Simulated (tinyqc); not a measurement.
Inside a calculation. Model: band bending at a free surface with one surface level, surface photovoltage and Kelvin probe.

Program tinyqc, `OMP_NUM_THREADS=1 python tinyqc.py 2430104 2430105 out.jsonl`; Intel Xeon 2.30GHz, shared host, one thread, about 0.01 s. Printed values are rounded.

n-type bulk, xi = Ec - EF = Vt ln(Nc/Nd), p0 = ni^2/Nd, ni = sqrt(Nc Nv) exp(-Eg/(2 Vt)), Eg in volts. b is the upward band bending, u = b/Vt. Space charge per area, in units of q: Qc = sign(b) sqrt((2 eps0 eps_r Vt/q) [(Nd + dn)(exp(-u) - 1) + Nd u + (p0 + dn)(exp(u) - 1)]), with dn the excess density under light (flat quasi-Fermi levels; 0 in the dark). The level holds -Ns f, f = 1/(1 + exp((xi + b - Es)/Vt)). Neutrality: Qc + Qf + (charge of the states) = 0.

Inputs (values chosen for the exercise); band and dielectric values close to those of silicon: temperature T = 300 K; band gap Eg = 1.1 eV; relative permittivity eps_r = 11.6; conduction-band density of states at T Nc = 2.76e19 cm^-3; valence-band density of states at T Nv = 2.66e19 cm^-3; electron affinity chi = 4.11 eV; donor density Nd = 2.2e16 cm^-3; fixed positive charge at the surface Qf = 0 cm^-2; work function of the probe tip pt = 5.27 eV; density of an acceptor-like surface level Ns = 1.4e12 cm^-2; its depth below the conduction edge Es = 0.4 eV; excess carrier density under light dn = 4.2e12 cm^-3.

Constants: q = 1.602176634e-19 C, kB = 1.380649e-23 J/K, Vt = kB T/q, eps0 = 8.8541878128e-14 F/cm where lengths are in cm. Results are converted to the units shown.

## Bulk quantities

xi, ni, p0, the Debye length sqrt(eps0 eps_r Vt/(q Nd)) and the flat-band work function chi + xi.

xi = 0.1844418 eV
ni = 1.560637e10 cm^-3
p0 = 11070.86 cm^-3
Debye length = 27.44631 nm
chi + xi = 4.294442 eV

## Charges against band bending

b, point 0 to 6 (V): 0.076  0.127  0.178  0.229  0.28  0.331  0.382

Evaluate Qc, the surface charge Qf - Ns f and their sum in the dark; the root lies where the sum changes sign.

```
point   Qc (cm^-2)  surface charge (cm^-2)   sum (cm^-2)
0      1.205428e11            -1.393695e12  -1.273152e12
1      1.690678e11            -1.355892e12  -1.186825e12
2      2.071788e11            -1.134604e12  -9.274249e11
3      2.393783e11            -5.220084e11  -2.826302e11
4      2.677431e11            -1.069180e11   1.608251e11
5      2.933795e11            -1.591568e10   2.774639e11
6      3.169493e11             -2.235292e9   3.147140e11
```

The sum rises steadily with b, so there is one root; bisection gives b = 0.25451 V.

## Work function and Kelvin-probe reading

converged b = 0.2545138 V

Work function chi + xi + b; contact potential difference CPD = (work function of the sample) - pt. Depth of EF below Ec at the surface: xi + b. Depletion width Qc/Nd.

xi + b = 0.4389556 eV
Qc = 2.539643e11 cm^-2
Qc/Nd = 115.4383 nm
work function = 4.548956 eV
CPD = -721.0444 mV

The level is 18.1 % filled: the Fermi level is pinned at it.

## Surface photovoltage

Under chopped light the surface charge keeps its dark value, so b falls to bL with Qc(bL, dn) = Qc(b, 0); the photovoltage is b - bL. Qc rises with b, so bL follows by bisection.

bL = 0.2249038 V
photovoltage = 29.60994 mV
share of b removed = 11.63392 %
excess holes at the surface, dn exp(bL/Vt) = 2.520390e16 cm^-3
